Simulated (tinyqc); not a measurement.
Two-sublattice mean-field magnet: ferrimagnet, compensation points and susceptibility: one step, computed by the program tinyqc.

A random alloy A(1-x)B(x) with H = -sum over pairs J S_i.S_j. a = <S_A> and b = <S_B> are taken along z, a > 0. Exchange fields: h_A = (1 - x) zJ_AA a + x zJ_AB b, h_B = (1 - x) zJ_AB a + x zJ_BB b; a = S_A B_(S_A)(S_A h_A/(k_B T)) and likewise for b, with the Brillouin function B_S(y) = [(2S + 1)/(2S)] coth[(2S + 1) y/(2S)] - [1/(2S)] coth[y/(2S)].

Problem. First step. Start from a = S_A, b = -S_B and apply the equations once.

Inputs (values chosen for the exercise, for a model ferrimagnet):

| quantity | value | unit |
|---|---|---|
| spin S_A | 1.5 | - |
| spin S_B | 1.5 | - |
| fraction x of B sites | 0.34 | - |
| z J_AA | 33.2 | meV |
| z J_BB | 3.5 | meV |
| z J_AB | -5.5 | meV |

T = 254.7961 K

Constants: k_B = 8.617333262e-05 eV/K.

Give: h_A; h_B; new a; new b.

Solution.

h_A = 35.673 meV

h_B = -7.23 meV

new a = 1.261

new b = -0.3995
